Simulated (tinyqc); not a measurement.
Carrier statistics of a doped semiconductor with parabolic bands: sweeps and comparisons. A value that a table varies takes the place of the one given here.

Eg(T) = Eg0 - al T^2/(T + be); m_de = Mv^(2/3) (ml mt^2)^(1/3); m_dh = (mhh^(3/2) + mlh^(3/2))^(2/3); Nc and Nv from N = 2 (m kB T/(4 pi c))^(3/2) with c = hbar^2/2m0, in 1/angstrom^3; times 1e24 for 1/cm^3.

Energies are counted from Ev, so Ec = Eg. n = Nc F_1/2((EF - Eg)/kT), p = Nv F_1/2(-EF/kT), ND+ = ND/(1 + 2 exp((EF - Eg + ED)/kT)), NA- = NA/(1 + 4 exp((EA - EF)/kT)); neutrality asks p + ND+ = n + NA-. F_j(eta) = (1/Gamma(j + 1)) integral_0^infinity x^j dx/(1 + exp(x - eta)), which tends to exp(eta) for eta << 0.

Constants: hbar^2/2m0 = 3.80998211 eV angstrom^2; kB = 8.617333262e-05 eV/K.

Parameters, chosen for this exercise (near those of GaAs; the results hold for these values, not for the real material):
```
symbol  value     unit    meaning
Eg0     1.505     eV      gap at 0 K
al      0.000548  eV/K    Varshni alpha
be      198       K       Varshni beta
ml      0.0686    m0      longitudinal electron mass
mt      0.0686    m0      transverse electron mass
Mv      1                 equivalent valleys
mhh     0.49      m0      heavy-hole mass
mlh     0.0819    m0      light-hole mass
ND      1.4e+12   1/cm^3  donors
NA      4e+16     1/cm^3  acceptors
ED      0.00569   eV      donor level below Ec
EA      0.0253    eV      acceptor level above Ev
T       300       K
```

## Temperature

Neutrality solved at each temperature; ni = sqrt(Nc Nv) exp(-Eg/2kT).

Carriers (1/cm^3):
```
T (K)  EF (eV)         n         p  majority / |ND - NA|        ni  Eg (eV)
30      0.0170    <1e-99  4.01e+14                0.0100    <1e-99   1.5028
50      0.0218    <1e-99  3.98e+15                0.0995  3.73e-59   1.4995
77      0.0298  9.77e-80  1.33e+16                 0.331  3.61e-32   1.4932
120     0.0463  6.88e-44  2.63e+16                 0.656  4.26e-14   1.4802
200     0.0852  1.00e-17  3.56e+16                 0.890     0.598   1.4499
300     0.1417  0.000260  3.83e+16                 0.957  3.16e+06   1.4060
450     0.2351  4.11e+05  3.93e+16                 0.982  1.27e+11   1.3337
600     0.3354  2.28e+10  3.96e+16                 0.990  3.01e+13   1.2578
800     0.4765  1.07e+14  3.99e+16                 0.997  2.06e+15   1.1536
1000    0.5974  1.48e+16  5.45e+16                  1.36  2.84e+16   1.0476
```

What does this show, and why?

Ionisation is incomplete: the majority density is below 90 % of the net doping at 30, 50, 77, 120 and 200 K, down to a share of 0.01. It is within 10 % of the net doping at 300, 450, 600 and 800 K. At 1000 K thermal pairs lift it more than 10 % above the net doping; ni has reached 2.84e+16 1/cm^3 at 1000 K against a net doping of 4.00e+16. EF goes from 0.017 eV to 0.597 eV, where midgap is 0.524 eV and the intrinsic level (Boltzmann) 0.654 eV.

## Doping level

Only acceptors are present (ND = 0); eta is the distance of EF beyond the valence edge in units of kT.

Neutral state:
```
NA (1/cm^3)  EF (eV)  majority (1/cm^3)  ionised share     eta
1.0e+14       0.2955           1.00e+14          1.000  -11.43
1.0e+15       0.2360           9.99e+14          0.999   -9.13
1.0e+16       0.1767           9.89e+15          0.989   -6.83
1.0e+17       0.1194           9.05e+16          0.905   -4.62
1.0e+18       0.0705           5.89e+17          0.589   -2.73
3.0e+18       0.0511           1.21e+18          0.405   -1.98
1.0e+19       0.0319           2.44e+18          0.244   -1.23
3.0e+19       0.0152           4.33e+18          0.144   -0.59
```

How do the results move?

The impurity level lies at 0.0253 eV. The ionised share falls from 1.000 to 0.144 as EF passes through it between 1e+19 and 3e+19 1/cm^3 (share 1/5 there); it is below one half from 3e+18 1/cm^3 on. Over the last two rows the doping grows threefold and the majority density by a factor 1.78. EF comes within 3 kT of the majority band edge from 1e+18 1/cm^3 on. Above roughly 3e+18 1/cm^3 (N^(1/3) a = 0.26, with the radius a = sqrt(c/(m E)) from the ionisation energy E and the mass mhh) the levels merge with the band and real ionisation is complete; sharp levels then overstate freeze-out.

## What each input does

Neutrality solved anew for each case. Each row changes one parameter from the base and keeps the others.

Results:
```
case                 EF (eV)  n (1/cm^3)  p (1/cm^3)
base                  0.1417    0.000260    3.83e+16
T = 340 K             0.1657       0.426    3.87e+16
ND = 7e+11 1/cm^3     0.1417    0.000260    3.83e+16
NA = 5.2e+16 1/cm^3   0.1352    0.000202    4.92e+16
Eg0 = 1.555 eV        0.1417    3.76e-05    3.83e+16
mt = 0.0823 m0        0.1417    0.000312    3.83e+16
mhh = 0.588 m0        0.1481    0.000333    3.87e+16
EA = 0.0379 eV        0.1423    0.000266    3.74e+16
```

What can be read from the table?

The largest shifts from the base row, up to three for each result and ties (the steps differ in size, so this ranks the rows, not the parameters). EF (eV): T +0.0241, NA -0.0065, mhh +0.0064; unchanged at the printed digits by ND, Eg0 and mt. n (1/cm^3): T +0.426, Eg0 -0.000222, mhh +7.34e-05; unchanged at the printed digits by ND. p (1/cm^3): NA +1.09e+16, EA -9.34e+14, T +4.17e+14; unchanged at the printed digits by ND, Eg0 and mt.

Computed by tinyqc, a small Python program: `OMP_NUM_THREADS=1 python tinyqc.py 1680815 1680816 out.jsonl` (the numbers bound the seed that draws the inputs); one thread of a shared host (Intel(R) Xeon(R) Processor @ 2.30GHz), about 0.01 s for the whole set of steps.
